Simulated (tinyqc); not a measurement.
# Resonant-tunnelling diode, transfer matrices and Tsu-Esaki current, step by step

Numbers from tinyqc (`OMP_NUM_THREADS=1 python tinyqc.py 2600141 2600142 out.jsonl`; about 0.3 s on one thread of a shared Intel Xeon 2.30GHz). Printed values are rounded.

Emitter (band edge 0), barrier d1, well Lw, barrier d2, spacer ds, collector (edge -V). The bias drops linearly over these layers and none in the contacts; each layer is cut into ns equal slices, flat at the value of their centres. E is the energy of motion across the layers, C = hbar^2/(2 m0), psi and psi'/m are continuous. Transport is coherent, T(E) is taken as independent of the transverse momentum, and charge in the well is ignored.

Inputs (values chosen for the exercise); masses and offsets close to those of InGaAs wells and InAlAs barriers:
```
symbol,value,unit,meaning
T,300,K,temperature
mw,0.041,m0,"mass in the well, spacer and contacts"
U1,0.51,eV,barrier height
m1,0.077,m0,barrier mass
d1,2.1,nm,emitter barrier
Lw,6.7,nm,well width
d2,2.4,nm,collector barrier
ns,2,,slices in each layer
ds,2.9,nm,undoped spacer after the collector barrier
Ef,0.053,eV,Fermi energy of both contacts above their band edges
V,0.08,V,bias of the collector
E,0.05368,eV,trial energy
```

Constants: q = 1.602176634e-19 C, kB = 1.380649e-23 J/K, hbar = 1.054571817e-34 J s, m0 = 9.1093837015e-31 kg, Vt = kB T/q, hbar^2/(2 m0) = 0.0380998212 eV nm^2. Results are converted to the units shown.

## Slices under bias

U = edge of the layer - V x/Lt at the centre x of each slice, Lt the summed thickness.

```
slice     U (eV)  m (m0)  width (nm)
0       0.507021   0.077        1.05
1       0.501064   0.077        1.05
2      -0.021418   0.041        3.35
3      -0.040426   0.041        3.35
4       0.456667   0.077         1.2
5       0.449858   0.077         1.2
6      -0.067660   0.041        1.45
7      -0.075887   0.041        1.45
```

## Running product of the slice matrices at the trial energy

For the pair (psi, psi'/m) a flat layer has M = [[cos kd, (m/k) sin kd], [-(k/m) sin kd, cos kd]] with k = sqrt(m (E - U)/C) above its edge U, and M = [[cosh Kd, (m/K) sinh Kd], [(K/m) sinh Kd, cosh Kd]] with K = sqrt(m (U - E)/C) below it. Later slices stand to the left. With M acting on (psi, psi'/m) and v = k/m in each lead, T(E) = 4 vL vR/[(vL vR M12 - M21)^2 + (vR M11 + vL M22)^2]. vL = sqrt(mw E/C)/mw, vR = sqrt(mw (E + V)/C)/mw.

Product after each layer:
```
                  M11  M12 (nm)  M21 (1/nm)        M22
barrier d1    3.78400  0.293780     45.0990    3.76564
well          4.16161  0.355393    -48.6023   -3.91024
barrier d2   0.529162  0.132974    -5.06909   0.615958
spacer      -0.234364  0.125631    -6.56075  -0.749960
```

T(E) = 0.977342

## Transmission at three energies near the peak

three energies (eV): 0.053507  0.054107  0.054707

The same product at each energy.

T(E) at these energies: 0.924872  0.968843  0.715357

## Breit-Wigner parameters from a parabola through 1/T(E)

Near a resonance 1/T(E) = (1/Tp) [1 + (2 (E - Er)/G)^2]. With y = 1/T(E) at E0 - h, E0, E0 + h: a = (y1 + y3 - 2 y2)/(2 h^2), b = (y3 - y1)/(2 h), Er = E0 - b/(2 a), 1/Tp = y2 - b^2/(4 a), G = 2 sqrt(1/(Tp a)), tau = hbar/G.

Er = 0.0538780 eV
Tp = 0.998064
G = 2.63748 meV
tau = 249.561 fs

The true maximum of T(E) lies at 0.053875 eV with height 0.9993 and full width 2.610 meV; the fitted G is 1.1 % above that width.

## Current from the resonance alone

J = J0 times the integral over E > 0 of T(E) N(E), N = ln[(1 + exp((Ef - E)/Vt))/(1 + exp((Ef - V - E)/Vt))], J0 = q^2 mw m0 kB T/(2 pi^2 hbar^3) (times 1e-4 for A/cm^2 per eV). For a sharp resonance J = J0 (pi G/2) Tp N(Er), with Er the peak energy, Tp the peak transmission and G the full width at half maximum (in eV). The three values given are estimates from a parabola through three points of 1/T(E).

J0 = 1.71530e7 A/(cm^2 eV)
N(Er) = 0.633458
J = 44.9289 kA/cm^2

The full integral over T(E) gives 43.58 kA/cm^2; the value above is 3.1 % above it. With the exact position, height and width of the peak (Er = 0.053875 eV, Tp = 0.9993, G = 2.610 meV) the formula is 2.1 % above it.
